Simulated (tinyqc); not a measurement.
Inside a calculation: Wannier function of the lower band of a two-orbital chain. Values are carried at full precision from step to step, so a last printed digit may differ when a step is redone from the rounded ones.

H(k) = [[-d/2 - 2 ta cos k, -t1 - t2 exp(-ik)], [-t1 - t2 exp(ik), d/2 - 2 tb cos k]], k in 1/a, Bloch sums with exp(ikR) and without the positions inside the cell. Mesh k_j = 2 pi j/N. Projection gauge: each lower eigenvector u is multiplied by the phase that makes <trial|u> real and positive (the one-band case of Loewdin orthogonalisation). Wannier amplitudes w(R) = (1/N) sum_k exp(ikR) u(k); hoppings H(R) = (1/N) sum_k exp(-ikR) E(k).

Parameters, chosen for this exercise:
- d = -0.81 eV (A at -d/2, B at +d/2)
- t1 = 2.12 eV (A-B in the cell)
- t2 = 0.78 eV (B to A of the next cell)
- ta = -0.28 eV (A-A between cells)
- tb = 0.11 eV (B-B between cells)
- N = 8 (k points)
- th = 20 degrees (trial orbital cos(th) A + sin(th) B in cell 0)
- xb = 0.58 a (position of B (A at 0))
- a = 3.5 angstrom (period)
- kq = 2.79 1/a (point off the mesh)

## Bloch states in the projection gauge

Diagonalise at each mesh point and fix the phase.

Mesh:
```
j  E lower (eV)  E upper (eV)               u_A               u_B  |<trial|u>|
0       -2.8370        3.1770           0.60647           0.79510       0.8418
1       -2.6913        2.9318  0.61429-0.03974i  0.78048+0.10918i       0.8442
2       -2.2950        2.2950  0.63807-0.06806i  0.74382+0.18699i       0.8540
3       -1.7878        1.5474  0.67610-0.06435i  0.71238+0.17679i       0.8790
4       -1.5101        1.1701           0.70314           0.71105       0.9039
5       -1.7878        1.5474  0.67610+0.06435i  0.71238-0.17679i       0.8790
6       -2.2950        2.2950  0.63807+0.06806i  0.74382-0.18699i       0.8540
7       -2.6913        2.9318  0.61429+0.03974i  0.78048-0.10918i       0.8442
```

The projection is smallest at j = 0 (0.8418); the gauge is smooth as long as it stays away from zero.

## The Wannier function

w(R) = (1/N) sum_j exp(2 pi i j R/N) u_j, for the N cells nearest the origin; it is real.

Amplitudes:
```
R      on A     on B
-3  -0.0025   0.0023
-2   0.0103  -0.0146
-1  -0.0584   0.1198
0    0.6458   0.7474
1    0.0124  -0.0748
2   -0.0020   0.0192
3    0.0002  -0.0053
4    0.0006   0.0010
```

norm = 1.0000

Cell 0 holds 97.6 % of the weight.

## Centre and spread in real space

Point-like orbitals at R (A) and R + xb (B): centre <x>, spread <x^2> - <x>^2.

centre in units of a = 0.324
centre in angstrom = 1.134
spread = 1.308 angstrom^2

## The same from overlaps (Marzari-Vanderbilt)

b = 2 pi/N; M_j = u_j^+ diag(1, exp(-i b xb)) u_(j+1), with u_N = u_0. Centre = -(1/2 pi) sum arg M_j; gauge-invariant part Omega_I = (1/(N b^2)) sum (1 - |M_j|^2); gauge-dependent part Omega_D = (1/(N b^2)) sum (arg M_j + b centre)^2.

Overlaps:
```
j   |M_j|  arg M_j (rad)
0  0.9925        -0.2226
1  0.9882        -0.2273
2  0.9718        -0.2541
3  0.9219        -0.3205
4  0.9219        -0.3205
5  0.9718        -0.2541
6  0.9882        -0.2273
7  0.9925        -0.2226
```

centre from overlaps = 0.326 a
Omega_I = 0.0989 a^2
Omega_D = 0.0025 a^2

The centre is the Berry phase over 2 pi and does not depend on the trial orbital (modulo a). Omega_D is 2.4 % of the total; in one dimension a gauge that spreads the phase evenly removes it. The total is 0.1014 a^2, against 0.1069 a^2 (centre 0.324 a) in real space on 96 cells.

## Hoppings and interpolation

H(R) = (1/N) sum_j E_j cos(2 pi j R/N) for R = 0 to N/2. Interpolation: E(k) = H(0) + 2 sum H(R) cos(kR), the term R = N/2 of an even mesh counted once.

H(0), H(1), ... (eV): -2.2369  -0.3256  0.0304  -0.0061  0.0027

interpolated E(kq) = -1.5728 eV

The exact value is -1.5736 eV; the interpolation is off by +0.8 meV. Though the chain has short hoppings, the single band has longer ones, made by paths through the other orbital, which the tails of the Wannier function carry.

## Checks

- Centre from overlaps against the real-space centre on 200 points: both 0.3241.
- Omega_I + Omega_D against the real-space spread on 200 points: both 0.107.

(tinyqc, `OMP_NUM_THREADS=1 python tinyqc.py 1452080 1452081 out.jsonl`, Intel(R) Xeon(R) Processor @ 2.30GHz, 1 thread, shared host, about 0.2 s.)
